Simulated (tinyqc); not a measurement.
Inside a calculation: complex band structure along [001] in sp3s* tight binding. Values are carried at full precision from step to step, so a last printed digit may differ when a step is redone from the rounded ones.

For k = (0, 0, kz) the phase sums are g0 = cos(phi) and g3 = i sin(phi), phi = kz a/4, and the s, pz, s* orbitals of anion (a) and cation (c) decouple from px, py. With z = exp(i phi), H(z) = H0 + z T + T^T/z for any complex z. H0 is diagonal (Esa, Epa, Exa, Esc, Epc, Exc). The anion-cation block is B(z) = z U + W/z and the cation-anion block z W^T + U^T/z, where U has Vss/2 (s,s), Vsapc/2 (s,z), -Vscpa/2 (z,s), Vxx/2 (z,z), Vxapc/2 (s*,z), -Vpaxc/2 (z,s*), and W has the same values with the s-z and s*-z signs reversed. |z| = 1 is a band state, |z| < 1 decays along [001] as exp(-kappa d) over a distance d, kappa = -(4/a) ln|z|. No spin-orbit coupling.

Values chosen for the exercise (out of a larger set: near a published set for Si, fitted to gaps, whose masses and valley positions are rough (light masses up to twice too heavy); not measured data):
```
symbol  value                                                                                         unit      meaning
p       (-4.212, 1.731, -4.212, 1.731, 6.67, 6.67, -8.343, 1.701, 4.551, 5.678, 5.678, 5.348, 5.348)  eV        order Esa, Epa, Esc, Epc, Exa, Exc, Vss, Vxx, Vxy, Vsapc, Vscpa, Vxapc, Vpaxc
dE      0.84                                                                                          eV        E - Ev
a       5.428                                                                                         angstrom  lattice constant
```

## The layer matrices

Parameters in the order Esa, Epa, Esc, Epc, Exa, Exc, Vss, Vxx, Vxy, Vsapc, Vscpa, Vxapc, Vpaxc. Form H0 and T.

diagonal of H0 (eV): sa -4.2120, za 1.7310, s*a 6.6700, sc -4.2120, zc 1.7310, s*c 6.6700

T (eV):
```
          sa      za      s*a       sc      zc      s*c
sa    0.0000  0.0000   0.0000  -4.1715  2.8390   0.0000
za    0.0000  0.0000   0.0000  -2.8390  0.8505  -2.6740
s*a   0.0000  0.0000   0.0000   0.0000  2.6740   0.0000
sc   -4.1715  2.8390   0.0000   0.0000  0.0000   0.0000
zc   -2.8390  0.8505  -2.6740   0.0000  0.0000   0.0000
s*c   0.0000  2.6740   0.0000   0.0000  0.0000   0.0000
```

## Edges at Gamma

At z = 1 the levels follow from the blocks [[Esa, Vss], [Vss, Esc]] and [[Epa, Vxx], [Vxx, Epc]]: Ev is the lower p root, and the direct gap ends at the lower of the upper roots.

Ev = 0.0300 eV
EG (direct gap) = 3.4020 eV

## Complex wave vectors at one energy in the gap

Solve det(H0 - E + z T + T^T/z) = 0 with E = Ev + dE, as the linear problem [[0, 1], [-T^T, E - H0]] x = z [[1, 0], [0, T]] x. Roots come as z, -z, 1/z and conjugates; list those with 0 < |z| < 1 and Re z, Im z >= 0, by falling |z|. Re kz = arg(z)/(pi/2) in units of 2 pi/a, kappa = -(4/a) ln|z|.

Decaying roots:
```
Re z      Im z     |z|  Re kz (2 pi/a)  kappa (1/angstrom)
0.7794  0.0000  0.7794          0.0000              0.1836
0.2979  0.6637  0.7275          0.7314              0.2344
```

The slowest root has kappa = 0.1836 1/angstrom at Re kz = 0.000: a purely imaginary k at Gamma. The probability falls by exp(-2 kappa d), a factor 39.4 over 1 nm.

## The px, py block

For px and py the determinant gives (E - Epa)(E - Epc) = Vxx^2 cos^2(phi) + Vxy^2 sin^2(phi). With phi = i kappa a/4 this is sinh^2(kappa a/4) = ((E - Epa)(E - Epc) - Vxx^2)/(Vxx^2 - Vxy^2), E = Ev + dE. Parameters in the order Esa, Epa, Esc, Epc, Exa, Exc, Vss, Vxx, Vxy, Vsapc, Vscpa, Vxapc, Vpaxc.

sinh^2(kappa a/4) = 0.12078
kappa of the heavy-hole branch = 0.2512 1/angstrom

This branch decays faster than the slowest root of the s-pz block (0.1836), by a factor 1.37 in kappa.

## Checks

- Largest distance of a level of the 6 x 6 block at kz = 0.37 (2 pi/a) from a level of the full matrix, against zero (eV): both 0.000000.

Run: tinyqc, `OMP_NUM_THREADS=1 python tinyqc.py 1452238 1452239 out.jsonl`; Intel(R) Xeon(R) Processor @ 2.30GHz, one thread, shared host; about 0.01 s of CPU time with all checks.
